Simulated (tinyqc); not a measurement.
# Two-step dopant diffusion (predeposition and drive-in) with a constant diffusivity, step by step

A worked calculation. Computed by tinyqc, a small Python program that keeps every step. Command: `OMP_NUM_THREADS=1 python tinyqc.py 3030646 3030647 out.jsonl dopdiff walk`. One thread of a shared host (Intel(R) Xeon(R) Processor @ 2.30GHz), about 0.08 s of CPU time with the checks. Intermediate numbers are printed to about 6 digits and carried at full precision; extremes and crossings named in words are read from the listed rows.

Fick diffusion into a half space x > 0 whose background doping C_B is of the opposite type, so that a junction lies where C = C_B.

Inputs (values chosen for the exercise, modelled on boron in silicon):
```
quantity,value,unit
prefactor D0,1.15,cm^2/s
activation energy E,3.5,eV
surface concentration C_s,9.1e+19,1/cm^3
background doping C_B,2.5e+16,1/cm^3
predeposition temperature T1,925,C
predeposition time t1,5,min
drive-in temperature T2,1125,C
drive-in time t2,480,min
mean mobility in the layer mu,240,cm^2/(V s)
```

Furnace ramps of the drive-in: none.

Constants: k_B = 8.617333262e-05 eV/K; e = 1.602176634e-19 C.

## Diffusivities

D = D0 exp(-E/(k_B T)). Temperatures in kelvin are T(C) + 273.15. Times in seconds are 60 times the minutes.

D1 = 2.18096e-15 cm^2/s

D2 = 2.78343e-13 cm^2/s

product D1 t1 = 6.54289e-13 cm^2

## Thermal budget of the drive-in

(Dt)2 = D2 t2, t2 in seconds.

drive-in budget (Dt)2 = 8.01629e-09 cm^2

## Predeposition

C = C_s erfc(x/(2 sqrt(D1 t1))); dose Q = 2 C_s sqrt(D1 t1/pi); the junction solves erfc(z) = C_B/C_s with x_j = 2 z sqrt(D1 t1).

dose Q = 8.30580e+13 1/cm^2

z = 2.57248

junction depth after predeposition = 0.0416166 um

## Drive-in as a Gaussian

With a sealed surface and a thin source, C = Q/sqrt(pi (Dt)2) exp(-x^2/(4 (Dt)2)); x_j = 2 sqrt((Dt)2 ln(C(0)/C_B)); gradient at the junction |dC/dx| = C_B x_j/(2 (Dt)2).

surface concentration C(0) (Gaussian) = 5.23383e+17 1/cm^3

junction depth x_j = 3.12289 um

gradient at the junction = 4.86959e+20 1/cm^4

The drive-in moves the junction from 0.0416 to 3.12 um and lowers the surface value by a factor 174. Caution: C_s exceeds the intrinsic carrier density of silicon at the predeposition temperature (2e18 to 1e19 per cm^3), where real diffusivities rise with concentration and profiles turn box-like.

## Sheet resistance

Net dose Q_net = Q erf(x_j/(2 sqrt((Dt)2))) - C_B x_j; R_s = 1/(e mu Q_net), with every dopant ionised and one mobility.

net dose = 7.41170e+13 1/cm^2

sheet resistance R_s (Gaussian) = 350.882 ohm/square

## Exact junction depth

Exact two-step profile: C = (2 C_s/pi) int_0^alpha exp(-beta (1 + u^2))/(1 + u^2) du with alpha = sqrt(D1 t1/(Dt)2), beta = x^2/(4 (D1 t1 + (Dt)2)). The integral takes 48 Gauss-Legendre points; solve C(x) = C_B.

exact junction depth = 3.12296 um

## Gaussian against the exact two-step profile

Gaussian: C = Q/sqrt(pi (Dt)2) exp(-x^2/(4 (Dt)2)). Depths are fractions of the Gaussian x_j.

Profiles:
```
x/x_j,x (um),Gaussian (1/cm^3),exact (1/cm^3),ratio
0.0,0.00000,5.23383e+17,5.23369e+17,1.00003
0.2,0.62458,4.63430e+17,4.63421e+17,1.00002
0.4,1.24915,3.21721e+17,3.21720e+17,1.00000
0.6,1.87373,1.75107e+17,1.75112e+17,0.99997
0.8,2.49831,7.47234e+16,7.47293e+16,0.99992
1.0,3.12289,2.50000e+16,2.50035e+16,0.99986
1.2,3.74746,6.55772e+15,6.55911e+15,0.99979
```

With D1 t1/(Dt)2 = 8.2e-5, the Gaussian is 0.0027 % high at the surface and 0.014 % low at its own junction; the exact junction lies at 3.123 um, 0.0023 % deeper. The dose is the same, but the real source already has a width, which is negligible here.

Checks made by the program: exact profile against the direct convolution of the erfc with the Gaussian kernel (relative difference below 1e-10).
